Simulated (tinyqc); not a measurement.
# Worked calculation: p-n diode with diffusion and depletion-layer recombination

Numbers from tinyqc (`OMP_NUM_THREADS=1 python tinyqc.py 2260127 2260128 out.jsonl`; about 0.01 s on one thread of a shared Intel Xeon 2.30GHz). Printed values are rounded.

Abrupt junction in the depletion approximation, low injection, full ionisation, neutral widths fixed, ohmic contact on the p side. Vj is the junction voltage; where a series resistance Rs is given, V = Vj + J Rs is the terminal voltage.

Parameters, values chosen for the exercise; band and dielectric values those of a made-up semiconductor:

| symbol | value | unit | meaning |
|---|---|---|---|
| T | 293 | K | temperature |
| Eg | 4.17 | eV | band gap |
| eps_r | 11.4 |  | relative permittivity |
| Nc | 1.7e18 | cm^-3 | conduction-band density of states at T |
| Nv | 5.19e19 | cm^-3 | valence-band density of states at T |
| Na | 3.1e16 | cm^-3 | acceptor density |
| Nd | 6.7e15 | cm^-3 | donor density |
| mun | 800 | cm^2/(V s) | electron mobility in the p side |
| mup | 23 | cm^2/(V s) | hole mobility in the n side |
| tn | 1e-6 | s | electron lifetime |
| tp | 5e-7 | s | hole lifetime |
| wp | 0.54 | um | neutral width of the p side |
| wn | 0.56 | um | neutral width of the n side |
| Sp | 1e7 | cm/s | recombination velocity at the n contact |
| Rs | 0.013 | ohm cm^2 | series resistance |
| Et | 0 | eV | trap level above the intrinsic level |
| Vj | 2.89 | V | junction voltage at which recombination is evaluated |
| V | 3.72 | V | terminal voltage |

Constants: q = 1.602176634e-19 C, kB = 1.380649e-23 J/K, Vt = kB T/q, eps0 = 8.8541878128e-14 F/cm where lengths are in cm. Results are converted to the units shown.

## Diffusion lengths and saturation currents

ni = sqrt(Nc Nv) exp(-Eg/(2 Vt)), Eg in volts; D = mu Vt; Ln = sqrt(Dn tn), Lp = sqrt(Dp tp); J0n = q ni^2 Dn coth(wp/Ln)/(Ln Na); J0p = (q ni^2 Dp/(Lp Nd)) (s + tanh(wn/Lp))/(1 + s tanh(wn/Lp)), s = Sp Lp/Dp.

ni = 1.28689e-17 cm^-3
Ln = 44.9433 um
Lp = 5.38852 um
J0n = 3.20174e-64 A/cm^2
J0p = 4.11727e-65 A/cm^2

wp/Ln = 0.012 and wn/Lp = 0.10; electrons carry 88.6 % of the diffusion current.

## Recombination in the depleted layer

ni = sqrt(Nc Nv) exp(-Eg/(2 Vt)), Eg in volts. Vbi = Vt ln(Na Nd/ni^2), W = sqrt(2 eps0 eps_r (Vbi - Vj)(1/Na + 1/Nd)/q), xp = W Nd/(Na + Nd), xn = W Na/(Na + Nd); u(x) = q Na (x + xp)^2/(2 eps0 eps_r) for x < 0 and Vbi - Vj - q Nd (xn - x)^2/(2 eps0 eps_r) for x > 0; p = Na exp(-u/Vt), n = Nd exp((u - Vbi + Vj)/Vt); U = ni^2 (exp(Vj/Vt) - 1)/(tp (n + ni exp(Et/Vt)) + tn (p + ni exp(-Et/Vt))); J_scr = q times the integral of U from -xp to xn. Trapezoid rule on 13 equal steps.

W = 466.808 nm
x, point 0 to 13 (nm): [-82.961, -47.052, -11.144, 24.764, 60.673, 96.581, 132.489, 168.397, 204.306, 240.214, 276.122, 312.031, 347.939, 383.847]
u, point 0 to 13 (V): [0.000000, 0.031723, 0.126893, 0.267160, 0.397430, 0.513987, 0.616832, 0.705964, 0.781384, 0.843091, 0.891085, 0.925367, 0.945935, 0.952792]
n, point 0 to 13 (cm^-3): [0.273827, 0.961913, 41.6979, 10784.3, 1.87722e6, 1.89833e8, 1.11523e10, 3.80621e11, 7.54664e12, 8.69259e13, 5.81673e14, 2.26122e15, 5.10672e15, 6.7e15]
p, point 0 to 13 (cm^-3): [3.1e16, 8.82475e15, 2.03575e14, 7.87132e11, 4.52193e9, 4.47162e7, 7.61154e5, 22302.1, 1124.82, 97.6537, 14.5935, 3.75400, 1.66225, 1.26696]
U, point 0 to 13 (cm^-3 s^-1): [2.73827e5, 9.61913e5, 4.16979e7, 1.07843e10, 1.87683e12, 6.07925e13, 1.52210e12, 4.46042e10, 2.24965e9, 1.95307e8, 2.91869e7, 7.50800e6, 3.32450e6, 2.53392e6]
J_scr = 3.69636e-11 A/cm^2

With 2000 steps J_scr = 2.689e-11 A/cm^2; the coarse value is 37 % above it. U is largest at x = 96.6 nm among these points; the peak lies where tp n = tn p. On the fine grid U peaks at 6.515e13 cm^-3 s^-1, and J_scr/(q U_max) is 5.52 % of W, the effective width of the recombining zone.

## Starting value

Vj = V.

Vj at the start = 3.72 V

## Iteration 1: new Vj

J0 = J0n + J0p = 3.61347e-64 A/cm^2

Diffusion current alone: J = J0 (exp(Vj/Vt) - 1), g = Vj + J Rs - V, g' = 1 + Rs J0 exp(Vj/Vt)/Vt, Vj(new) = Vj - g/g'.

J = 3.50096 A/cm^2
g = 0.0455125 V
g' = 2.80256
Vj after iteration 1 = 3.70376 V

## Iteration 2: new Vj

As before.

J = 1.84016 A/cm^2
g = 0.00768250 V
g' = 1.94746
Vj after iteration 2 = 3.69982 V

## Course of the iteration

Stop when the step is below 1e-10 V, or after 80 iterations.

Course of the iteration:
```
iteration  Vj before the step (V)   step (V)
1                            3.72    -0.0162
2                         3.70376   -3.94e-3
3                         3.69982   -1.53e-4
4                         3.69966   -2.08e-7
5                         3.69966  -3.83e-13
```

Converged in 5 iterations.
